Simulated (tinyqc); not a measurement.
Tail length against growth temperature: equilibrium and kinetic segregation of a solute to boundaries and growing surfaces. Computed by tinyqc, a small Python program. Command: `OMP_NUM_THREADS=1 python tinyqc.py 3020686 3020687 out.jsonl segreg walk`. One thread of a shared host (Intel(R) Xeon(R) Processor @ 2.30GHz), about 0.01 s of CPU time with the checks.

Inputs (values chosen for the exercise, for a model alloy): exchange barrier E_b = 1.82 eV; surface segregation energy E_s = 0.24 eV; growth rate = 0.24 monolayers/s.

Constants: k_B = 8.617333262e-05 eV/K.

Method. Two-state exchange during growth, dilute: jump up r_u = nu exp(-E_b/(k_B T_g)), jump back r_d = r_u exp(-E_s/(k_B T_g)), nu = 1e13 1/s. In the time 1/R of one monolayer the share carried up is p = [r_u/(r_u + r_d)] [1 - exp(-(r_u + r_d)/R)]; the tail decays as p^n, length -1/ln p monolayers; the equilibrium limit has p = r_u/(r_u + r_d).

Exchange model:
```
T_g (K)       r_u/R        p  length (monolayers)  equilibrium limit
579      5.9979e-03  0.00598                0.195             123.25
620      6.6927e-02  0.06471                0.365              89.81
653      3.7432e-01  0.31147                0.857              71.67
687      1.8553e+00  0.83407                5.512              58.12
714      5.9333e+00  0.97787               44.684              49.93
741      1.7434e+01  0.97721               43.384              43.38
781      7.5052e+01  0.97251               35.874              35.87
842      5.3236e+02  0.96469               27.819              27.82
943      7.8156e+03  0.95043               19.667              19.67
```

What follows from these numbers?

The length peaks among these rows at 714 K with 44.7 monolayers. Below, exchange freezes (r_u/R = 0.0060 in the first row); above, the length follows the equilibrium limit, about exp(E_s/(k_B T)), down to 19.7.

Extremes, crossings and ranges named in words are read from the listed rows.
